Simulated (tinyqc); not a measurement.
Changing the surface concentration C_s: concentration-dependent dopant diffusion with charged defects and the built-in field. Computed by tinyqc, a small Python program. Command: `OMP_NUM_THREADS=1 python tinyqc.py 3029492 3029493 out.jsonl extrinsic sweep`. One thread of a shared host (Intel(R) Xeon(R) Processor @ 2.30GHz), about 0.7 s of CPU time with the checks.

A constant source C_s feeds a half space. The dopant moves through neutral point defects and through charged ones, whose number grows with the majority carrier density n.

Inputs (values chosen for the exercise, modelled on boron in silicon):

| quantity | value | unit |
|---|---|---|
| neutral prefactor D0x | 0.0533 | cm^2/s |
| neutral activation energy E0 | 3.52 | eV |
| singly charged prefactor D01 | 0.961 | cm^2/s |
| activation energy E1 | 3.51 | eV |
| junction level C_B | 1.2e+15 | 1/cm^3 |
| temperature T | 1025 | C |
| time t | 87 | s |

Field enhancement: on.

Constants: k_B = 8.617333262e-05 eV/K.

Method:
- n_i = 3.87e16 T^1.5 exp(-7014/T) per cm^3 (T in kelvin, an empirical form); each D = prefactor x exp(-E/(k_B T)); the intrinsic diffusivity D_i is their sum.
- Temperatures in kelvin are T(C) + 273.15.
- n = C/2 + sqrt(C^2/4 + n_i^2); D(C) = h [Dx + D1 (n/n_i)], h = 1 + C/sqrt(C^2 + 4 n_i^2).
- With y = x/sqrt(D_s t), u = C/C_s and q = -(D/D_s) du/dy: du/dy = -q D_s/D, dq/dy = -(y/2) q D_s/D, u(0) = 1. The surface flux q(0) is shot so that u tends to 0 (LSODA, an adaptive multistep solver, relative tolerance 1e-10). Dose Q = 2 q(0) C_s sqrt(D_s t).
- The junction lies where C = C_B.

One run for each value:

| surface concentration C_s (1/cm^3) | enhancement D_s/D_i | junction depth x_j (nm) | dose Q (1/cm^2) | junction in units of sqrt(D_s t) |
|---|---|---|---|---|
| 5.00e+17 | 1.061 | 62.14 | 8.2821e+11 | 4.1878 |
| 1.50e+18 | 1.192 | 69.14 | 2.5798e+12 | 4.3973 |
| 4.60e+18 | 1.660 | 76.88 | 8.8475e+12 | 4.1421 |
| 1.40e+19 | 3.502 | 87.71 | 3.5702e+13 | 3.2543 |
| 4.30e+19 | 10.147 | 108.79 | 1.7714e+14 | 2.3710 |
| 1.30e+20 | 30.457 | 152.29 | 9.1895e+14 | 1.9158 |
| 4.00e+20 | 93.514 | 239.98 | 4.9469e+15 | 1.7229 |

Over the rows, enhancement D_s/D_i rises from 1.06 to 93.5 (exponent d ln y / d ln x 0.11 between the first rows and 1.00 between the last); junction depth x_j (nm) rises from 62.1 to 240 (exponent d ln y / d ln x 0.097 between the first rows and 0.40 between the last); dose Q (1/cm^2) rises from 8.28e11 to 4.95e15 (exponent d ln y / d ln x 1.0 between the first rows and 1.5 between the last). At the high end the exponent of enhancement D_s/D_i is 1.00, close to 1: singly charged defects follow n. At the low end the exponent of dose Q is 1.03, close to 1: the intrinsic, linear regime. At the high end the exponent of dose Q is 1.50, close to 1.5: D proportional to C: Q scales as C_s sqrt(C_s). In units of sqrt(D_s t), D_s = D(C_s), the junction is deepest, 4.40, at C_s = 1.5e18 among these rows and ends at 1.72: a larger C_s/C_B pushes it out along the tail, while the tail diffuses with D_i, ever further below D_s.

Caution (rows 4.30e19, 1.30e20, 4.00e20): at such concentrations dopants can cluster or exceed their solubility; the active fraction and the diffusivity then fall below the model.
